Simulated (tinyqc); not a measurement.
Worked calculation: CCSD on RHF in the sto-6g basis, frozen core, for BeH2, spin multiplicity 1. One step of it, computed by the program tinyqc.

Problem. CCSD: starting amplitudes. t_ij^ab = <ij||ab> / (e_i + e_j - e_a - e_b), whose energy is MP2.

orbital energies (hartree): MO1 -4.592514, MO2 -0.450304, MO3 -0.410398, MO4 0.209367, MO5 0.209380, MO6 0.431461, MO7 0.870201

Two-electron integrals over orbitals (pq|rs), unique and non-zero (hartree); the lowest 1 orbital is frozen and left out:
```
(22|22) 0.419838    (32|22) 0.063686    (32|32) 0.139612    (33|22) 0.380800
(33|32) -0.052339   (33|33) 0.449672    (42|22) 0.000543    (42|32) 0.000101
(42|33) 0.000460    (42|42) 0.047074    (43|22) 0.000142    (43|32) 0.000545
(43|33) -0.000325   (43|42) -0.006206   (43|43) 0.015204    (44|22) 0.364932
(44|32) 0.000277    (44|33) 0.350323    (44|42) -0.001252   (44|43) 0.000288
(44|44) 0.450126    (52|52) 0.047074    (53|52) -0.006206   (53|53) 0.015200
(54|52) -0.000431   (54|53) 0.000089    (54|54) 0.024261    (55|22) 0.364937
(55|32) 0.000276    (55|33) 0.350325    (55|42) -0.000389   (55|43) 0.000110
(55|44) 0.401599    (55|55) 0.450117    (62|22) -0.029017   (62|32) -0.018961
(62|33) -0.037244   (62|42) -0.000154   (62|43) -0.000014   (62|44) 0.054897
(62|55) 0.054909    (62|62) 0.076597    (63|22) -0.032766   (63|32) -0.083732
(63|33) 0.043760    (63|42) -0.000007   (63|43) -0.000504   (63|44) -0.017392
(63|55) -0.017395   (63|62) -0.006959   (63|63) 0.086575    (64|22) 0.000208
(64|32) 0.000037    (64|33) -0.000159   (64|42) 0.046058    (64|43) -0.009991
(64|44) -0.000327   (64|55) 0.000290    (64|62) 0.000985    (64|63) -0.000291
(64|64) 0.051095    (65|52) 0.046072    (65|53) -0.009994   (65|54) -0.000308
(65|65) 0.051107    (66|22) 0.387170    (66|32) -0.010690   (66|33) 0.407717
(66|42) 0.001217    (66|43) -0.000313   (66|44) 0.365524    (66|55) 0.365541
(66|62) -0.028333   (66|63) 0.015731    (66|64) 0.000846    (66|66) 0.409200
(72|22) -0.021378   (72|32) -0.041696   (72|33) 0.008889    (72|42) -0.000270
(72|43) -0.000504   (72|44) 0.013364    (72|55) 0.013365    (72|62) 0.027166
(72|63) 0.056073    (72|64) 0.000096    (72|66) -0.002029   (72|72) 0.061333
(73|22) -0.003709   (73|32) -0.000468   (73|33) -0.019269   (73|42) -0.000742
(73|43) 0.000251    (73|44) 0.060781    (73|55) 0.060781    (73|62) 0.069205
(73|63) -0.026955   (73|64) 0.000364    (73|66) -0.022329   (73|72) 0.011272
(73|73) 0.080493    (74|22) -0.000517   (74|32) -0.001240   (74|33) 0.000517
(74|42) 0.005677    (74|43) 0.012756    (74|44) -0.000046   (74|55) -1.54e-06
(74|62) 0.000192    (74|63) 0.000767    (74|64) 0.002203    (74|66) 0.000179
(74|72) 0.000224    (74|73) 0.000024    (74|74) 0.016779    (75|52) 0.005679
(75|53) 0.012760    (75|54) -0.000022   (75|65) 0.002205    (75|75) 0.016767
(76|22) 0.055286    (76|32) 0.130593    (76|33) -0.055565   (76|42) 0.000182
(76|43) 0.000647    (76|44) 0.000828    (76|55) 0.000830    (76|62) -0.015567
(76|63) -0.090954   (76|64) 0.000149    (76|66) -0.014883   (76|72) -0.053670
(76|73) 0.003175    (76|74) -0.001154   (76|76) 0.137863    (77|22) 0.428921
(77|32) 0.019497    (77|33) 0.432095    (77|42) 0.000120    (77|43) 0.000069
(77|44) 0.387712    (77|55) 0.387708    (77|62) -0.032485   (77|63) -0.006411
(77|64) -0.000334   (77|66) 0.428857    (77|72) -0.012664   (77|73) -0.005712
(77|74) -0.000139   (77|76) 0.013883    (77|77) 0.481801
```

Give: Starting amplitudes; correlation energy.

Solution.

Starting amplitudes (spin orbitals 1a, 1b, ...; amplitudes related by a flip of all spins are not repeated; the 24 largest):
```
from      to          t
3a 3b  6a 6b    -0.0514
2a 2b  6a 6b    -0.0434
2a 2b  4a 4b    -0.0357
2a 2b  5a 5b    -0.0357
2a 3b  6a 7b    -0.0320
3a 3b  7a 7b    -0.0314
2a 3b  6b 7a     0.0259
2a 2b  7a 7b    -0.0232
3a 3b  6a 7b     0.0127
2a 2b  6a 7b    -0.0123
3a 3b  4a 4b    -0.0123
3a 3b  5a 5b    -0.0123
2a 3a  6a 7a    -0.0061
2a 3b  5a 5b     0.0049
2a 3b  4a 4b     0.0049
2a 3b  7a 7b    -0.0043
2a 3b  6a 6b     0.0040
2a 3b  4a 7b   3.82e-04
3a 3b  4a 6b   3.45e-04
2a 3b  4b 7a  -2.60e-04
2a 2b  4a 7b   1.36e-04
3a 3b  4a 7b  -1.32e-04
2a 3a  4a 7a   1.23e-04
2a 2b  4a 6b   1.00e-04
```

correlation energy = -0.024592 hartree
